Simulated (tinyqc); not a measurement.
# MOSFET in the linear regime without short-channel effects, parameter extraction from computed curves: extraction methods against the first mobility attenuation factor

Inversion charge Q = Cox n Vt W0(exp((Vg - VT)/(n Vt))), W0 the Lambert function and n = nf; u = Q/Cox; mobility mu = mu0/(1 + th1 u + th2 u^2); channel resistance Rch = (L - dL)/(W mu Q); Id = Vd/(Rch + Rsd/W). Cox = eps0 eox/tox. Small Vd, no channel-length or drain effects.

From the continuous curve Id(Vg): tangent at peak gm (V_ext = Vg - Id/gm); constant current Id = 0.1 uA W/L; peak of d2Id/dVg2; Y = Id/sqrt(gm) drawn through Vg = VT + 0.6 and VT + 0.8 V, with intercept VT_Y and slope s. Mobilities gm,max L/(W Cox Vd) and s^2 L/(W Cox Vd) with the drawn L. Last column: share of Rsd/W in the total resistance at VT + 0.8 V.

Inputs (values chosen for the exercise); channel values of the order met in silicon transistors:

| symbol | value | unit | meaning |
|---|---|---|---|
| T | 77 | K | temperature |
| eox | 3.9 |  | relative permittivity of the gate insulator (close to silicon dioxide) |
| tox | 2.8 | nm | insulator thickness |
| mu0 | 220 | cm^2/(V s) | low-field mobility |
| th2 | 0.21 | 1/V^2 | second mobility attenuation factor |
| VT | 0.68 | V | threshold voltage |
| nf | 1.31 |  | body factor |
| W | 10 | um | gate width |
| L | 0.35 | um | drawn gate length |
| dL | 0.005 | um | drawn less effective length |
| Rsd | 330 | ohm um | source plus drain resistance |
| Vd | 0.05 | V | drain voltage |

Constants: q = 1.602176634e-19 C, kB = 1.380649e-23 J/K, Vt = kB T/q, eps0 = 8.8541878128e-14 F/cm where lengths are in cm. Results are converted to the units shown.

Extraction methods against the first mobility attenuation factor:
columns A: th1 (1/V); B: V_ext (V); C: constant current (V); D: second derivative (V); E: VT_Y (V); F: mobility from gm (cm^2/(V s)); G: mobility from Y (cm^2/(V s)); H: series share (%)
```
A        B      C      D      E    F    G     H
0    0.689  0.686  0.678  0.766  194  292  15.0
0.2  0.687  0.686  0.678  0.766  187  292  13.4
0.4  0.686  0.686  0.678  0.766  181  292  12.2
0.6  0.685  0.686  0.678  0.766  176  292  11.1
0.8  0.684  0.686  0.678  0.766  172  292  10.2
1    0.683  0.686  0.677  0.766  168  292  9.50
1.2  0.682  0.686  0.677  0.766  165  292  8.85
```

Read the table: what changes, and by how much?

The model has VT = 0.68 V and mu0 = 220 cm^2/(V s). Over the table the extracted thresholds move by 7.2 mV (tangent), under 0.5 mV (constant current), under 0.5 mV (second derivative), under 0.5 mV (Y function). The mobility from gm falls from 194 to 165 and that from Y stays near 292 cm^2/(V s).

tinyqc, about 0.01 s, one thread, Intel Xeon 2.30GHz (shared host): `OMP_NUM_THREADS=1 python tinyqc.py 2210148 2210149 out.jsonl`
